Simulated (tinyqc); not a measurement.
# Worked calculation: random telegraph noise from one oxide trap in a small MOSFET

Program tinyqc, `OMP_NUM_THREADS=1 python tinyqc.py 2710148 2710149 out.jsonl`; Intel Xeon 2.30GHz, shared host, one thread, about 0.01 s. Printed values are rounded.

An acceptor-like trap exchanges electrons with the channel. Inversion charge Q = Cox u, u = n Vt W0(exp((Vg - VT)/(n Vt))), W0 the Lambert function, n = nf, Cox = eps0 eox/tox; linear regime Id = (W/L) mu Q Vd. Relative to threshold the surface potential rises by Vt ln(u/u0) and the oxide voltage by the rest of Vg - VT, with u0 = n Vt W0(1).

Inputs (values chosen for the exercise); values of the order met in silicon transistors:
- T = 300 K (temperature)
- eox = 24.4 (relative permittivity of the gate insulator (close to zirconium oxide))
- tox = 5.4 nm (insulator thickness)
- xt = 1.1 nm (depth of the trap from the channel interface)
- E0 = 0.08 eV (trap level above the channel Fermi level at threshold)
- s0 = 5e-16 cm^2 (capture prefactor)
- EB = 0.54 eV (capture barrier (lattice relaxation))
- lt = 0.12 nm (tunnelling decay length)
- vth = 1.5e7 cm/s (thermal velocity)
- zi = 2.6 nm (thickness of the inversion layer)
- VT = 0.55 V (threshold voltage)
- nf = 1.34 (body factor)
- W = 90 nm (gate width)
- L = 110 nm (gate length)
- mu = 360 cm^2/(V s) (mobility)
- asc = 3.2e-16 V s (scattering coefficient of the charged trap)
- Vd = 0.05 V (drain voltage)
- Vg = 0.74 V (gate voltage)

Constants: q = 1.602176634e-19 C, kB = 1.380649e-23 J/K, Vt = kB T/q, eps0 = 8.8541878128e-14 F/cm where lengths are in cm. Results are converted to the units shown.

Range of the model: VT is taken as given; short-channel effects and the uneven flow of current among few electrons are left out.

## Trap level, time constants and occupancy

N = Cox u/q; dpsi = Vt ln(u/u0); E = E0 - dpsi - (xt/tox)(Vg - VT - dpsi); capture time tc = 1/[(N/zi) vth s0 exp(-xt/lt - EB/Vt)]; emission time te = tc exp(-E/Vt); occupancy te/(tc + te).

u = 0.1412998 V
N = 3.528385e12 cm^-2
dpsi = 0.05100521 V
E = 6.810351e-4 eV
tc = 110.9097 s
te = 108.0261 s
occupancy = 0.4934145

The trap lies 0.026 Vt above the Fermi level, so it is filled 49.3 % of the time.

## Step height

A = W L; threshold step dV = q (1 - xt/tox)/(Cox A); gm/Id = 1/(u + n Vt); relative step dI/I = (gm/Id) dV + asc mu/A. Id as defined.

electrons in the channel N A = 349.3101
dV = 0.3221107 mV
gm/Id = 5.683708 1/V
number part of dI/I = 0.1830783 %
dI/I = 0.2994419 %
Id = 8.325469 uA
dI = 24.92994 nA

## Lorentzian spectrum

Spectrum S(f) = 4 dI^2/{(tc + te)[(1/tc + 1/te)^2 + (2 pi f)^2]}; corner fc = (1/tc + 1/te)/(2 pi); variance dI^2 tc te/(tc + te)^2. Give S at f = 0, at fc and at 10 fc.

fc = 0.002908296 Hz
S(0) = 3.400547e-14 A^2/Hz
S(fc) = 1.700273e-14 A^2/Hz
S(10 fc) = 3.366878e-16 A^2/Hz
rms current = 12.46389 nA

The rms value is 0.500 of the step; it reaches its largest share, 1/2, when tc = te.
